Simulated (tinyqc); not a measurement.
Inside a calculation. Method: plane-wave Kohn-Sham cycle with exchange-only LDA in a layered model solid. One step of it, computed by the program tinyqc.

Problem. Iteration 1: levels at that k. Diagonalise the Hermitian matrix.

H (hartree), lower triangle:
```
           -3         -2         -1         +0         +1         +2        +3
-3   0.503548
-2  -0.220000   0.141028
-1   0.020000  -0.220000  -0.076484
+0   0.000000   0.020000  -0.220000  -0.148987
+1   0.000000   0.000000   0.020000  -0.220000  -0.076484
+2   0.000000   0.000000   0.000000   0.020000  -0.220000   0.141028
+3   0.000000   0.000000   0.000000   0.000000   0.020000  -0.220000  0.503548
```

Give: eigenvalues.

Solution.

eigenvalues (hartree): -0.4467  -0.2414  -0.0394  0.1632  0.2904  0.6263  0.6348
